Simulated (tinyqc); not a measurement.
Sputter depth profiling of a dopant layer: erosion rate, quantification and the mixing-roughness response: one step, computed by the program tinyqc. Command: `OMP_NUM_THREADS=1 python tinyqc.py 3027554 3027555 out.jsonl sims walk`. One thread of a shared host (Intel(R) Xeon(R) Processor @ 2.30GHz), about 0.01 s of CPU time with the checks.

A rastered ion beam erodes silicon (49.94 atoms per nm^3). The measured profile is the true one convolved with a depth response.

Problem. Measured shape. Mixing alone turns a layer at z0 into (1/w) exp(-(z - z0 + w)/w) for z > z0 - w; roughness adds a Gaussian of width sigma. With x = z - z0 + w: g(x) = (1/(2w)) exp(sigma^2/(2 w^2) - x/w) erfc((sigma/w - x/sigma)/sqrt2), and its integral G(x) = (1/2) erfc(-x/(sigma sqrt2)) - w g(x). Measured: Q g(x), 1 nm = 1e-7 cm. Find the maximum, the full width at half maximum and the deep point where the profile falls to C_B; far down, the trailing edge decays by w ln(10) per decade.

Inputs (values chosen for the exercise, modelled on a dopant in silicon under an oxygen or caesium beam):
```
quantity                               value    unit
roughness sigma                         0.81      nm
depth of the layer z0                     55      nm
sheet density Q                      1.7e+14  1/cm^2
level that defines the junction C_B    4e+17  1/cm^3
```

True profile: delta layer.

mixing length w = 1.609969 nm

Give: depth of the maximum; peak concentration; full width at half maximum; apparent junction depth; trailing slope.

Solution.

depth of the maximum = 54.21 nm

peak concentration = 5.003e+20 1/cm^3

full width at half maximum = 2.898 nm

apparent junction depth = 66.28 nm

trailing slope = 3.707 nm/decade

The true deep edge lies at 55 nm, so the junction appears 11.3 nm too deep.
